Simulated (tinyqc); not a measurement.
# Surface Green function of a dimerised chain, Sancho-Rubio decimation: end state of the dimerised chain

A semi-infinite lead of cells 0, 1, 2, ... with H0 inside a cell and H1 = <cell i|H|cell i + 1>. Cell A, B with A at the surface; -t1 joins A and B, -t2 joins B to the next A. z = E + i eta.

Start with e_s = e = H0, a = H1, b = H1^dagger. Each round: g = (z - e)^(-1); e_s <- e_s + a g b; e <- e + a g b + b g a; a <- a g a; b <- b g b (all with the old a, b). Round k joins cells 2^k apart. Stop when the largest entry of the matrices a and b is below 1e-12 eV; g_s = (z - e_s)^(-1), bulk (z - e)^(-1), density of states -Im Tr/pi. At E = dl and eta = 0.0001 eV the weight of a bound state on the first A site is -eta Im g_s(A, A).

Values chosen for this exercise:
- t2 = 1 eV (hopping between cells)
- dl = 0.37 eV (site energy, +dl on A and -dl on B)

Result of one run:
```
half gap sqrt(dl^2 + (t1 - t2)^2) (eV)	weight from g_s	1 - (t1/t2)^2, or 0
0.38328	7.6307e-7	0
```

Which hopping inside the cell t1 gave this result: 0.1, 0.5, 0.9, 1.1 or 1.5 eV?

t1 = 1.1 eV.

The whole series:
```
t1 (eV)	half gap sqrt(dl^2 + (t1 - t2)^2) (eV)	weight from g_s	1 - (t1/t2)^2, or 0
0.1	0.97309	0.99000	0.99000
0.3	0.79177	0.91000	0.91000
0.5	0.62201	0.75000	0.75000
0.7	0.47634	0.51000	0.51000
0.9	0.38328	0.19000	0.19000
1.1	0.38328	7.6307e-7	0
1.3	0.47634	4.2664e-8	0
1.5	0.62201	1.4308e-8	0
```

For t1 < t2 = 1 eV the weak bond comes first and a state is bound to the end at E = dl; its weight on the first site falls from 0.990 to 0.190 over these rows and follows 1 - (t1/t2)^2. For t1 > t2 there is none, and the column holds only a remainder of order eta^2 (1.4e-8 in the last row).

Program tinyqc, `OMP_NUM_THREADS=1 python tinyqc.py 2680128 2680129 out.jsonl`; Intel Xeon 2.30GHz, shared host, one thread, about 0.02 s.
